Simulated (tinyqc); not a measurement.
Gate work function from the charge.

Question. For an undoped double gate, Q = 8 eps0 eps_r Vt beta tan(beta)/ts with 0 < beta < pi/2, and at the source (Vg - dphi)/(2 Vt) - ln[(2/ts) sqrt(2 eps0 eps_r Vt/(q ni))] = ln(beta) - ln(cos beta) + 2 r beta tan(beta), r = eps_r tox/(eox ts). Find beta and dphi.

Values chosen for this exercise; material values close to those of silicon: temperature T = 300 K; relative permittivity of the semiconductor eps_r = 11.7; relative permittivity of the gate insulator eox = 7.13; insulator thickness tox = 3.7 nm; body thickness ts = 5 nm; gate voltage Vg = 1.13 V.

Constants: q = 1.602176634e-19 C, kB = 1.380649e-23 J/K, Vt = kB T/q, eps0 = 8.8541878128e-14 F/cm where lengths are in cm. Results are converted to the units shown.

Qs = 1809.9874 nC/cm^2
ni = 1.2971298e10 cm^-3

Answer. beta tan(beta) rises from 0 without bound on the interval, so the charge fixes beta; the second relation is then explicit in dphi. At this charge the surface density passes 0.3 Nc, so the classical Boltzmann model is only formal.

beta = 1.277
dphi = 0.01000 V

Computed by the program tinyqc: `OMP_NUM_THREADS=1 python tinyqc.py 2440063 2440064 out.jsonl`, one thread of a shared Intel Xeon 2.30GHz, about 0.01 s for the whole run.
